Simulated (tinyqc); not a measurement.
Pull-up strength from the switching point.

Question. Transistor (EKV form, voltages against the body): I = 2 n b Vt^2 [F(vp - Vs) - F(vp - Vd)] from drain to source, F(v) = ln^2(1 + exp(v/(2 Vt))), vp = (Vg - VT + sg |Vd - Vs|)/n. n-channel bodies are at 0; for the p-channel device all voltages are counted down from Vdd. b in uA/V^2 gives I in uA. In an inverter In(Vg = Vd = VM) equals Ip at the switching point VM. Find bp and the current there.

Inputs (values chosen for the exercise):

| symbol | value | unit | meaning |
|---|---|---|---|
| T | 273 | K | temperature |
| Vdd | 0.5 | V | supply voltage |
| n | 1.17 |  | slope factor |
| sg | 0.098 |  | drain-induced barrier lowering |
| VTn | 0.41 | V | n-channel threshold |
| VTp | 0.35 | V | p-channel threshold (magnitude) |
| bn | 630 | uA/V^2 | gain factor of the pull-down transistor |

Constants: q = 1.602176634e-19 C, kB = 1.380649e-23 J/K, Vt = kB T/q. Results are converted to the units shown.

VM = 0.287040721 V

Solution. Ip is proportional to bp, so bp is In(VM) over the p-channel current for unit b.

bp = 1.30e3 uA/V^2
current at VM = 0.0220 uA

Numbers from tinyqc (`OMP_NUM_THREADS=1 python tinyqc.py 2340158 2340159 out.jsonl`; about 0.04 s on one thread of a shared Intel Xeon 2.30GHz).
